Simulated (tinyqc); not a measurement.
Thin-film transistor with exponential tail and deep states, accumulation layer: two steps of the calculation.

An undoped film in accumulation, thicker than the space-charge layer. With band bending psi the Fermi level lies E0 - psi below the band edge. Free electrons n = n0 exp(psi/Vt) carry the current; electrons in two exponential distributions of traps, a = a0 exp(psi/Va) and d = d0 exp(psi/Vp), do not. Linear regime, ohmic contacts, traps in equilibrium.

Values chosen for this exercise; values close to those of an organic semiconductor:
- T = 300 K (temperature)
- eps_r = 3.2 (relative permittivity of the semiconductor)
- mb = 2.3 cm^2/(V s) (band mobility)
- Tt = 510 K (characteristic temperature of the tail)
- Td = 1100 K (characteristic temperature of the deep states)
- Ci = 100 nF/cm^2 (gate capacitance)
- WL = 20 (ratio W/L)
- Vd = 0.2 V (drain voltage)
- Vg = 4.2 V (gate voltage above flat band)

Constants: q = 1.602176634e-19 C, kB = 1.380649e-23 J/K, Vt = kB T/q, eps0 = 8.8541878128e-14 F/cm where lengths are in cm. Results are converted to the units shown.

Task 1. Surface potential by Newton steps. Va = kB Tt/q, Vp = kB Td/q. G(psi) = sum over the three kinds of c0 [V (exp(psi/V) - 1) - psi], field F = sqrt(2 q G/(eps0 eps_r)); Vg = psi + eps0 eps_r F/Ci at the surface. f = psi + eps0 eps_r F/Ci - Vg, f' = 1 + q rho/(Ci F) with rho = sum c0 (exp(psi/V) - 1); psi(new) = psi - f/f'.

psi at the start = 0.64 V
n0 = 1.5062329e9 cm^-3
a0 = 8.0105022e13 cm^-3
d0 = 4.9030653e14 cm^-3

Give: F; f; f'; psi after iteration 1.

Result 1.

F = 3307 kV/cm
f = 5.809 V
f' = 124.3
psi after iteration 1 = 0.5933 V

Task 2. Free and total charge, current. Total charge Q = Ci (Vg - psi_s); free charge Qf = q times the integral of n0 (exp(psi/Vt) - 1)/F over psi from 0 to psi_s; I = (W/L) mb Qf Vd; effective mobility mb Qf/Q.

psi_s = 0.564119190 V
n0 = 1.50623290e9 cm^-3
a0 = 8.01050222e13 cm^-3
d0 = 4.90306527e14 cm^-3

Wanted: surface densities; Q; Qf; effective mobility; I.

Result 2.

surface densities (cm^-3): free 4.5152e18, tail 3.0077e19, deep 1.8838e17
Q = 363.59 nC/cm^2
Qf = 20.862 nC/cm^2
effective mobility = 0.13197 cm^2/(V s)
I = 191.93 nA

Program tinyqc, `OMP_NUM_THREADS=1 python tinyqc.py 2610017 2610018 out.jsonl`; Intel Xeon 2.30GHz, shared host, one thread, about 0.02 s.
